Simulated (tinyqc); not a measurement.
Phonon and roughness prefactors from two fields.

Problem. At 300 K and high field 1/mu = E^(1/3)/Ap + E^gs/As, E in MV/cm. Find Ap and As.

Values chosen for this exercise: exponent of the roughness term gs = 2.

mu at E = 0.45 and 1.21 MV/cm (cm^2/(V s)): 481.25920  241.80943

Answer. Two linear equations in 1/Ap and 1/As.

Ap = 411.0 cm^2/(V s)
As = 949.0 cm^2/(V s)

Computed by the program tinyqc: `OMP_NUM_THREADS=1 python tinyqc.py 2510067 2510068 out.jsonl`, one thread of a shared Intel Xeon 2.30GHz, about 0.01 s for the whole run.
